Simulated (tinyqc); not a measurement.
Sublattice potential against complex hopping: Haldane model. Computed by the program tinyqc. Command: `OMP_NUM_THREADS=1 python tinyqc.py 115201 115202 out.jsonl`; one thread of a shared host (Intel(R) Xeon(R) Processor @ 2.60GHz), about 0.1 s.

Honeycomb lattice:

| parameter | value |
|---|---|
| t1 (eV) | 1.330000 |
| t2 (eV) | 0.100000 |
| phi (rad) | -0.840000 |

H_AA = delta - 2 t2 sum cos(k.b + phi), H_BB = -delta - 2 t2 sum cos(k.b - phi), H_AB = -t1 (1 + exp(-i k.a1) + exp(-i k.a2)), b = a1, a2 - a1, -a2, m = 3 sqrt3 t2 sin(phi); the sign of the Chern number follows the orientation k1 then k2.

Gaps at the two valleys (eV) and Chern number of the lower band (12 x 12 mesh):

| delta | gap 2\|delta - m\| | gap 2\|delta + m\| | Chern number |
|---|---|---|---|
| -0.696 | 0.618 | 2.166 | 0 |
| -0.503 | 0.232 | 1.780 | 0 |
| -0.232 | 0.310 | 1.238 | 1 |
| 0.000 | 0.774 | 0.774 | 1 |
| 0.155 | 1.084 | 0.464 | 1 |
| 0.290 | 1.354 | 0.194 | 1 |
| 0.484 | 1.742 | 0.194 | 0 |
| 0.774 | 2.322 | 0.774 | 0 |

Here |m| = 0.3869 eV. For |delta| < |m| the two valleys have masses of opposite sign and the Chern number is +/-1; one gap closes at |delta| = |m|, and beyond it the band is trivial.
